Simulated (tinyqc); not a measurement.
# Electroplating on a thin resistive seed layer: kinetics, Wagner number and the terminal effect across a wafer, step by step

A worked calculation. Computed by tinyqc, a small Python program that keeps every step. Command: `OMP_NUM_THREADS=1 python tinyqc.py 3121171 3121172 out.jsonl terminal walk`. One thread of a shared host (Intel(R) Xeon(R) Processor @ 2.30GHz), about 0.02 s of CPU time with the checks. Intermediate numbers are printed to about 6 digits and carried at full precision; extremes and crossings named in words are read from the listed rows.

Current enters the seed at the rim. The bath is treated as a local resistance per area (no lateral flow in the liquid), two electrons per ion, molar volume 7.11 cm^3/mol, Faraday constant F = e N_A, kinematic viscosity 0.01 cm^2/s, omega = 2 pi x rpm/60; k_B T/e is in volts.

Inputs (values chosen for the exercise, of the order of those for copper plating from an acid sulfate bath):

| quantity | value | unit |
|---|---|---|
| wafer radius R | 15 | cm |
| seed thickness t | 140 | nm |
| seed resistivity | 15 | microohm cm |
| bath conductivity kappa | 0.053 | S/cm |
| gap to the anode h | 2.3 | cm |
| extra resistance of a porous plate | 0 | ohm cm^2 |
| exchange current density i_0 | 0.52 | mA/cm^2 |
| cathodic transfer coefficient alpha | 0.62 | - |
| mean current density | 11 | mA/cm^2 |
| diffusivity of the metal ion | 6.2e-06 | cm^2/s |
| metal ion concentration | 0.51 | mol/L |
| rotation rate | 30 | rpm |
| temperature T | 298 | K |

Constants: e = 1.602176634e-19 C; N_A = 6.02214076e+23 1/mol; k_B = 8.617333262e-05 eV/K.

## Rate, limit and resistances

Growth rate = i V_m/(2 F). Levich limit i_L = 0.62 x 2 F D^(2/3) omega^(1/2) nu^(-1/6) c. Tafel overpotential eta = (k_B T/(alpha e)) ln(i/i_0); kinetic resistance k_B T/(alpha e i); bath resistance h/kappa + plate; R_s = resistivity/t; Wagner number = kinetic resistance x kappa/R.

growth rate = 243.177 nm/min

limiting current i_L = 78.6362 mA/cm^2

overpotential = 126.403 mV

kinetic resistance = 3.76535 ohm cm^2

bath resistance R_b = 43.3962 ohm cm^2

sheet resistance R_s = 1.07143 ohm/square

Wagner number = 0.0133042

## Linear estimate of the terminal effect

Linearised: with R_t = kinetic + bath resistance the current density obeys (1/r)(r i')' = i R_s/R_t, so i = A I_0(r/l), l = sqrt(R_t/R_s); with x = R/l, edge/centre = I_0(x) and edge/mean = x I_0(x)/(2 I_1(x)). Voltage drop in the seed for a uniform current: i R_s R^2/4.

length l = 6.63457 cm

x = R/l = 2.26089

edge over centre, linear = 2.74900

edge over mean, linear = 1.53533

drop for uniform current = 662.946 mV

## Current distribution

Full model: seed potential phi(r) with (1/r)(r phi')' = R_s i, where i solves phi = R_b i + (k_B T/(alpha e)) ln(i/i_0) (phi being the driving voltage left at r); phi'(0) = 0 and phi'(R) = R_s i_mean R/2. Solved by collocation to a tolerance of 1e-7.

Across the wafer:

| r/R | i (mA/cm^2) | i/mean | i/mean, linear |
|---|---|---|---|
| 0.00 | 6.2114 | 0.56467 | 0.55850 |
| 0.20 | 6.5150 | 0.59228 | 0.58742 |
| 0.40 | 7.4822 | 0.68020 | 0.67867 |
| 0.60 | 9.2901 | 0.84455 | 0.84655 |
| 0.75 | 11.3880 | 1.03527 | 1.03814 |
| 0.90 | 14.3507 | 1.30461 | 1.30458 |
| 1.00 | 16.9493 | 1.54085 | 1.53533 |

edge over centre, full model = 2.72876

The full model gives 2.73 against 2.75 from the linear form; the kinetic resistance, which the linear form holds fixed, is a small part of R_t here.

## As the film thickens, and with more bath resistance

The film is taken as uniform, with the seed resistivity; the last column adds 100 ohm cm^2 to R_b. Extra power of that plate = i^2 x 100 ohm cm^2 x area.

Edge over centre:

| thickness (nm) | R_s (ohm/square) | as given | with 100 ohm cm^2 more |
|---|---|---|---|
| 140 | 1.07143 | 2.72876 | 1.45322 |
| 210 | 0.71429 | 2.04588 | 1.29218 |
| 280 | 0.53571 | 1.74625 | 1.21547 |
| 420 | 0.35714 | 1.47287 | 1.14123 |
| 700 | 0.21429 | 1.27224 | 1.08360 |
| 1400 | 0.10714 | 1.13191 | 1.04137 |
| 2800 | 0.05357 | 1.06492 | 1.02058 |

extra power = 8.55299 W

The ratio falls below 1.1 from 2800 nm on as given, and from 700 nm on with the added resistance: what counts is R_s R^2 against the sum of kinetic and bath resistance.

Checks made by the program: mean of the distribution (relative difference 1e-07).
